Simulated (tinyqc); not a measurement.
Inside a calculation: four-band model of biased bilayer graphene near K. Values are carried at full precision from step to step, so a last printed digit may differ when a step is redone from the rounded ones.

Constants: hbar^2/2m0 = 3.80998211 eV angstrom^2.

Parameters, chosen for this exercise (near those used for Bernal bilayer graphene; shifted at random, so the results belong to these values and not to a real crystal):
```
symbol  value            unit        meaning
a       2.46             angstrom    lattice constant
g0      2.89             eV          hopping in a layer
g1      0.361            eV          hopping of the dimer sites
g3      0.37             eV          skew hopping A1-B2
g4      0.14             eV          skew hopping A1-A2
U       0.18             eV          potential difference of the layers
k       (-0.018, 0.014)  1/angstrom  wave vector from K
```

## Velocities and mass

v_j = (sqrt3/2) a g_j; low-energy mass m/m0 = c g1/v0^2 with c = hbar^2/2m0; crossover wave vector g1/(2 v0).

v0, v3, v4 (eV angstrom): [6.1569, 0.7883, 0.2983]

mass = 0.03628 m0
crossover = 0.02932 1/angstrom

## H at one k

Basis A1, B1, A2, B2, with B1 below A2; p = kx + i ky, v_j = (sqrt3/2) a g_j. Diagonal -U/2, -U/2, U/2, U/2; <A1|B1> = <A2|B2> = v0 p*, <B1|A2> = g1, <A1|B2> = v3 p, <A1|A2> = <B1|B2> = -v4 p*.

Fill in the matrix.

H (eV), rows A1, B1, A2, B2 and columns alike:
```
[[-0.0900, -0.1108-0.0862i, 0.0054+0.0042i, -0.0142+0.0110i],
 [-0.1108+0.0862i, -0.0900, 0.3610, 0.0054+0.0042i],
 [0.0054-0.0042i, 0.3610, 0.0900, -0.1108-0.0862i],
 [-0.0142-0.0110i, 0.0054-0.0042i, -0.1108+0.0862i, 0.0900]]
```

## Levels and layer polarisation

Diagonalise; the weight on layer 1 is that of A1 and B1.

levels (eV): [-0.4283, -0.0753, 0.0834, 0.4202]

weights, rows A1, B1, A2, B2; columns band 1, band 2, band 3, band 4:
```
[[0.104, 0.805, 0.068, 0.023],
 [0.548, 0.007, 0.124, 0.321],
 [0.320, 0.116, 0.004, 0.560],
 [0.028, 0.072, 0.803, 0.096]]
```

weight on layer 1: [0.652, 0.812, 0.192, 0.344]

Band 2 has 81 % of its weight on layer 1, the layer of lower potential, and band 3 has 19 %; the dimer sites hold 13 % of band 3.

## The Mexican hat (g3 = g4 = 0)

At K the levels are -/+ U/2 and -/+ sqrt(g1^2 + U^2/4). The smallest gap, U g1/sqrt(U^2 + g1^2), lies on a ring of radius kg = (U/2 v0) sqrt((2 g1^2 + U^2)/(g1^2 + U^2)), v0 = (sqrt3/2) a g0; the height of the hat is U/2 less half that gap.

gap = 0.1611 eV
kg = 0.01962 1/angstrom
height of the hat = 9.46 meV

## Checks

- Gap on the ring from the formula against the matrix: both 0.161086.

Computed by tinyqc, a small Python program: `OMP_NUM_THREADS=1 python tinyqc.py 1450251 1450252 out.jsonl` (the numbers bound the seed that draws the inputs); one thread of a shared host (Intel(R) Xeon(R) Processor @ 2.30GHz), about 0.03 s for the whole set of steps.
